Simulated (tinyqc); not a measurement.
Solubility, supersaturation, precipitation and gettering of an impurity in a silicon-like host: one step, computed by the program tinyqc. Command: `OMP_NUM_THREADS=1 python tinyqc.py 3023349 3023350 out.jsonl ripen walk`. One thread of a shared host (Intel(R) Xeon(R) Processor @ 2.30GHz), about 0.01 s of CPU time with the checks.

The wafer was saturated at T1 and is then held at T.

Problem. Denuded zone. Near a surface held at C_eq(T) the excess decays by out-diffusion over sqrt(D t) and by capture over L_s = sqrt(D tau_f) = (4 pi n r_f)^(-1/2); the shorter length sets the depth from which the surface draws.

Inputs (values chosen for the exercise, modelled on chromium in silicon):
```
quantity                      value        unit
temperature of saturation T1   1325           K
anneal temperature T            803           K
anneal time t                 15000           s
wafer thickness w               400  micrometre
```

Gettering: relaxation gettering at sinks.

D(T) = 4.128319e-09 cm^2/s

tau_f = 12633.95 s

Give: sqrt(D t); capture length L_s; L_s/w.

Solution.

sqrt(D t) = 78.692 micrometre

capture length L_s = 72.220 micrometre

L_s/w = 0.18055

The sinks catch the impurity before it reaches a surface, except within L_s of it. Caution: the barrier to homogeneous nucleation is below 35 k_B T for these inputs, so new precipitates would form and outnumber the fixed sinks assumed here.
